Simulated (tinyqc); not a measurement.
Bandgap voltage reference from two bipolar transistors: one step of the calculation.

Two transistors of area 1 and N carry the same current I. Is(T) = Is (T/T0)^eta exp[(Vg0 q/kB)(1/T0 - 1/T)], VBE1 = Vt ln(I/Is(T)) + I rb, VBE2 = Vt ln(I/(N Is(T))) + I rb/N. The amplifier forces I R1(T) = VBE1 - VBE2 + Vos, with R(T) = R (1 + tc (T - T0)) for both resistors, and the output is Vref = VBE1 + I R2(T). Base currents and the Early effect are neglected.

Problem. Operating point at the reference temperature. Vt = kB T/q; I = (Vt ln N + Vos)/(R1(T) - rb (1 - 1/N)). Evaluate at T = T0.

Values chosen for this exercise; values of the order met in silicon bipolar transistors:
- T0 = 300 K (reference temperature)
- Vg0 = 1.192 V (band-gap voltage extrapolated to 0 K)
- eta = 3.2 (temperature exponent of the saturation current)
- Is = 9.1e-18 A (saturation current of the unit transistor at T0)
- N = 8 (area ratio of the second transistor)
- R1 = 5.9 kohm (resistor across which the difference of VBE falls, at T0)
- tc = 1200 ppm/K (temperature coefficient of both resistors)
- Vos = 0 mV (offset of the amplifier)
- rb = 13 ohm (series resistance of the unit transistor)
- R2 = 61.39 kohm (output resistor at T0)

Constants: q = 1.602176634e-19 C, kB = 1.380649e-23 J/K. Results are converted to the units shown.

Find: Vt; I; Is(T); VBE1; I R2; Vref.

Solution.

Vt = 0.02585 V
I = 9.129 uA
Is(T) = 9.100e-18 A
VBE1 = 0.7145 V
I R2 = 0.5604 V
Vref = 1.275 V

Computed by the program tinyqc: `OMP_NUM_THREADS=1 python tinyqc.py 2062185 2062186 out.jsonl`, one thread of a shared Intel Xeon 2.30GHz, about 0.02 s for the whole run.
